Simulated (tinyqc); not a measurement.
Fermi-Dirac statistics of conduction electrons, step by step. Values are carried at full precision from step to step, so a last printed digit may differ when a step is redone from the rounded ones.

Constants: hbar^2/2m0 = 3.80998211 eV angstrom^2; kB = 8.617333262e-05 eV/K; e^2/(4 pi eps0) = 14.39964547 eV angstrom.

Values chosen for the exercise (near those of InAs, lowest valleys alone; the results hold for these values, not for the real material): m = 0.026 m0 (density-of-states mass of the conduction band); T = 77 K; n = 5.6e+15 1/cm^3 (electron density); eps = 15.2 (static dielectric constant); alpha = 2.33 1/eV (non-parabolicity).

## Reduced density

N = 2 (m kB T/(4 pi c))^(3/2) with c = hbar^2/2m0, in 1/angstrom^3; times 1e24 for 1/cm^3; u = n/Nc.

kT = 0.006635 eV
Nc = 1.3680e+16 1/cm^3
u = n/Nc = 0.409357

## Reduced Fermi level by five rules

F_j(eta) = (1/Gamma(j + 1)) integral_0^infinity x^j dx/(1 + exp(x - eta)), which tends to exp(eta) for eta << 0.

With u = n/Nc: Boltzmann eta = ln u; Joyce-Dixon eta = ln u + u/sqrt(8) - 4.95009e-3 u^2 + 1.48386e-4 u^3 - 4.42563e-6 u^4; Nilsson eta = ln u/(1 - u^2) + v/(1 + (0.24 + 1.08 v)^-2) with v = (3 sqrt(pi) u/4)^(2/3); fully degenerate limit eta = v; exact: F_1/2(eta) = u.

Find eta = (EF - Ec)/kT by each rule.

eta: Boltzmann -0.893, Joyce-Dixon -0.749, Nilsson -0.753, degenerate 0.667, exact -0.749

Against the exact value the errors are Boltzmann -0.144, Joyce-Dixon 0.000, Nilsson -0.004, degenerate limit +1.416 (in kT).

## Exact eta by Newton steps

Solve ln F_1/2(eta) = ln u from the Boltzmann value; dF_1/2/d eta = F_-1/2, so the step is -ln(F_1/2/u) F_1/2/F_-1/2. Stop below 1e-9.

Newton steps:
```
step        eta     F_1/2    F_-1/2  step taken
1     -0.893169  0.360588  0.320175       0.143
2     -0.750307  0.408981  0.357823     0.00105
3     -0.749259  0.409357  0.358111    5.95e-08
4     -0.749259  0.409357  0.358111    1.27e-16
```

Converged in 4 steps.

## Mean energy, Einstein relation and screening

eta = -0.74926

Mean kinetic energy <E> = (3/2) kT F_3/2/F_1/2; D/mu = (kT/e) F_1/2/F_-1/2; dn/dEF = (Nc/kT) F_-1/2; screening length L = (4 pi (e^2/(4 pi eps0)) (dn/dEF)/eps)^(-1/2), with dn/dEF in 1/(angstrom^3 eV) (1/cm^3 = 1e-24/angstrom^3).

F_-1/2, F_1/2, F_3/2: 0.3581  0.4094  0.4388

<E> = 10.67 meV
D/mu = 7.58 mV
dn/dEF = 7.383e+17 1/(cm^3 eV)
L = 337.3 angstrom

EF lies within 2 kT of the edge. D/mu is 1.143 times kT/e and <E> is 1.072 times (3/2) kT; the Debye formula, with n/kT in place of dn/dEF, would give L = 315.5 angstrom.

## Fermi level in the non-parabolic band

Non-parabolic band E (1 + alpha E) = c k^2/m: n = Nc (2/sqrt(pi)) integral_0^infinity sqrt(x (1 + a x)) (1 + 2 a x) dx/(1 + exp(x - eta)) with a = alpha kT and eta = (EF - Ec)/kT; a = 0 gives n = Nc F_1/2(eta).

Solve for eta at the same n.

a = 0.01546
eta = -0.819
EF - Ec = -5.43 meV

The extra states lower EF by 0.46 meV against the parabolic band.

## Checks

- Non-parabolic integral at a = 0 against F_1/2(2): both 2.823721.
- F_1/2(40) against the Sommerfeld form (4/(3 sqrt(pi))) eta^(3/2) (1 + pi^2/(8 eta^2)): both 190.45.

Program tinyqc; command `OMP_NUM_THREADS=1 python tinyqc.py 1652275 1652276 out.jsonl`; about 0.01 s on one thread of a shared Intel(R) Xeon(R) Processor @ 2.30GHz.
